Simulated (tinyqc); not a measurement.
Schottky barrier on an n-type semiconductor, non-linear Poisson equation by Newton steps: one step of the calculation.

One dimension, metal at x = 0, donor density C(x) = Nd, uniform. Energies are counted from the electron Fermi level of the semiconductor and the conduction-band edge is Ec = -psi, so n = Nc exp(psi/Vt); holes follow the Fermi level of the metal, at -V, so p = Nv exp((V - psi - Eg)/Vt). Ends: psi(0) = V - phiB and psi = Vt ln(Nd/Nc) deep inside. Boltzmann statistics, full ionisation, no current, no image force in the Poisson equation.

Task. Converged densities, field and barrier lowering. n and p as above; E_i = -(psi_(i+1) - psi_i)/h_i; at the metal |E_0| = |E on interval 0| + q rho_0 (h_0/2)/(eps0 eps_r), rho_0 = p_0 - n_0 + C_0; image-force lowering dphi = sqrt(q |E_0|/(4 pi eps0 eps_r)).

Parameters, values chosen for the exercise; band and dielectric values close to those of gallium nitride:
- T = 300 K (temperature)
- Eg = 3.41 eV (band gap)
- eps_r = 9.52 (relative permittivity)
- Nc = 2.32e18 cm^-3 (conduction-band density of states at T)
- Nv = 4.58e19 cm^-3 (valence-band density of states at T)
- V = 0 V (bias of the metal against the semiconductor)

Constants: q = 1.602176634e-19 C, kB = 1.380649e-23 J/K, Vt = kB T/q, eps0 = 8.8541878128e-14 F/cm where lengths are in cm. Results are converted to the units shown.

| node | x (nm) | converged psi (V) | donor density C (cm^-3) |
|---|---|---|---|
| 0 | 0 | -1.3300000 | 2.4e17 |
| 1 | 6.6 | -1.1170372 | 2.4e17 |
| 2 | 14.1 | -0.8991544 | 2.4e17 |
| 3 | 22.5 | -0.6855895 | 2.4e17 |
| 4 | 32.1 | -0.4809291 | 2.4e17 |
| 5 | 43 | -0.2995210 | 2.4e17 |
| 6 | 55.3 | -0.1598947 | 2.4e17 |
| 7 | 69.3 | -0.0832807 | 2.4e17 |
| 8 | 85 | -0.0627005 | 2.4e17 |
| 9 | 103 | -0.0591707 | 2.4e17 |
| 10 | 123 | -0.0587055 | 2.4e17 |
| 11 | 146 | -0.0586547 | 2.4e17 |
| 12 | 172 | -0.0586500 | 2.4e17 |

Find: n; p; field E; |E_0| at the metal; image-force lowering.

Result.

| node | n (cm^-3) | p (cm^-3) |
|---|---|---|
| 0 | 1.053e-4 | 5.229e-16 |
| 1 | 0.3982 | 1.383e-19 |
| 2 | 1821 | 3.024e-23 |
| 3 | 7.048e6 | 7.812e-27 |
| 4 | 1.933e10 | 2.849e-30 |
| 5 | 2.157e13 | 2.553e-33 |
| 6 | 4.779e15 | 1.152e-35 |
| 7 | 9.256e16 | 5.949e-37 |
| 8 | 2.052e17 | 2.684e-37 |
| 9 | 2.352e17 | 2.341e-37 |
| 10 | 2.395e17 | 2.299e-37 |
| 11 | 2.400e17 | 2.295e-37 |
| 12 | 2.400e17 | 2.294e-37 |

| interval | field E (kV/cm) |
|---|---|
| 0 | -322.7 |
| 1 | -290.5 |
| 2 | -254.2 |
| 3 | -213.2 |
| 4 | -166.4 |
| 5 | -113.5 |
| 6 | -54.7 |
| 7 | -13.1 |
| 8 | -2.0 |
| 9 | -0.2 |
| 10 | 0.0 |
| 11 | 0.0 |

|E_0| at the metal = 337.7 kV/cm
image-force lowering = 71.47 mV

Computed by the program tinyqc: `OMP_NUM_THREADS=1 python tinyqc.py 2020067 2020068 out.jsonl`, one thread of a shared Intel Xeon 2.30GHz, about 0.03 s for the whole run.
